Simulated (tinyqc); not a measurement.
# Floating body of a partially depleted SOI transistor: body voltage and kink: what changes with what

Source at 0 V. Channel current Ic = 2 nf K Vt^2 [F(0) - F(Vd)](1 + la Vd), F(V) = ln^2(1 + exp((Vg - VT - nf V)/(2 nf Vt))), VT = VT0 - gb Vb. Saturation voltage Vs = 2 Vt sqrt(F(0)) + 3 Vt, excess Ve = (Vd - Vs + sqrt((Vd - Vs)^2 + 0.0004 V^2))/2, multiplication M1 = Ai Ve exp(-Bl/Ve). Each junction passes D(v) = J1 (exp(v/Vt) - 1) + J2 (exp(v/(2 Vt)) - 1). Bipolar current Ib = bb J1 (exp(Vb/Vt) - 1). The body settles where M1 (Ic + Ib) = D(Vb) + D(Vb - Vd) + Vb/Rb; drain current Id = (1 + M1)(Ic + Ib) - D(Vb - Vd).

Values chosen for this exercise; values of the order met in partially depleted silicon-on-insulator transistors:
- T = 358 K (temperature)
- VT0 = 0.32 V (threshold at zero body voltage)
- gb = 0.12 (fall of the threshold per volt of body voltage)
- nf = 1.42 (slope factor)
- K = 120 uA/(V^2 um) (gain factor per width)
- la = 0.08 1/V (channel-length modulation factor)
- Ai = 1.95 1/V (impact-ionisation prefactor)
- Bl = 5.1 V (impact-ionisation voltage)
- J1 = 8.4e-11 uA/um (diffusion saturation current of each junction)
- J2 = 6.2e-7 uA/um (recombination saturation current of each junction)
- bb = 0.5 (gain of the lateral bipolar transistor on the diffusion current)
- Rb = 3e5 kohm um (resistance of a weak body tie to the source (1e9 stands for no tie, and the term is then dropped))
- Vg = 0.63 V (gate voltage)
- Vd = 2.3 V (drain voltage)

Constants: q = 1.602176634e-19 C, kB = 1.380649e-23 J/K, Vt = kB T/q. Results are converted to the units shown.

Each table varies one quantity; the others keep the values above.

## Output curve and kink

Rows with more than one solution for Vb (latch) are left out; dId/dVd by a forward difference over 1e-4 V, swing = 1e-4 V over the change of log10 Id; M1 under 1e-12 is printed as 0.

Output curve and kink:
```
Vd (V),Vb (V),M1,"Id, floating (uA/um)","Id, grounded (uA/um)",ratio,"dId/dVd, floating (uS/um)","dId/dVd, grounded (uS/um)"
0.8,0.03449,2.549e-5,4.505,4.391,1.026,2.949,0.3330
1,0.4651,4.895e-4,6.155,4.460,1.380,5.408,0.3743
1.2,0.5862,0.003746,6.772,4.548,1.489,2.228,0.5220
1.4,0.6386,0.01458,7.207,4.678,1.540,2.269,0.8044
1.6,0.6727,0.03821,7.723,4.877,1.583,2.975,1.203
1.8,0.6979,0.07868,8.427,5.165,1.632,4.141,1.683
2,0.7178,0.1384,9.408,5.554,1.694,5.742,2.211
2.2,0.7344,0.2183,10.76,6.051,1.778,7.846,2.761
```

Vb rises from 0.0345 to 0.734 V and the ratio of the currents rises from 1.03 to 1.78. The output conductance with a floating body exceeds the grounded value by the largest factor among the rows, 14.4, at Vd = 1 V, where Vb = 0.465 V and M1 = 4.90e-4.

## Transfer curve and swing

Same model as above.

Results:
```
Vg (V),Vb (V),M1,"Id, floating (uA/um)","Id, grounded (uA/um)",ratio,"swing, floating (mV/decade)","swing, grounded (mV/decade)"
-0.13,0.001880,0.4269,1.955e-5,1.946e-5,1.005,104.0,104.5
-0.03,0.01726,0.4264,1.917e-4,1.829e-4,1.048,97.44,102.2
0.07,0.3263,0.4237,0.004075,0.001720,2.370,43.60,103.8
0.17,0.5768,0.4140,0.06871,0.01502,4.574,102.4,109.7
0.27,0.6476,0.3937,0.4758,0.1086,4.380,141.4,125.9
0.47,0.7172,0.3250,4.571,1.837,2.488,307.5,229.4
0.57,0.7344,0.2875,8.623,4.291,2.010,427.5,322.6
0.67,0.7459,0.2518,13.79,7.936,1.738,560.4,434.1
```

Estimate the missing row, Vg = 0.37 V.

Computed row:
```
Vg (V),Vb (V),M1,"Id, floating (uA/um)","Id, grounded (uA/um)",ratio,"swing, floating (mV/decade)","swing, grounded (mV/decade)"
0.37,0.6905,0.3620,1.839,0.5530,3.325,209.2,163.1
```

With this row back in the table: Vb rises from 0.00188 to 0.746 V. The smallest swing among the rows is 43.6 mV a decade with a floating body (at Vg = 0.07 V) and 102 with a grounded one; Vt ln 10 = 71.0. The floating swing is smaller by more than 3 % for Vg = -0.03, 0.07, 0.17 V, where the rising Vb lowers the threshold as Vg rises. In the first row the floating body raises the current by a factor of 1.00.

Range of the model: The multiplication law is an empirical form chosen for the exercise; self-heating and capacitive coupling to the body are left out, and the linear laws are rough once Vb passes about 0.7 V or M1 about 0.1.

Program tinyqc, `OMP_NUM_THREADS=1 python tinyqc.py 2182125 2182126 out.jsonl`; Intel Xeon 2.30GHz, shared host, one thread, about 0.2 s.
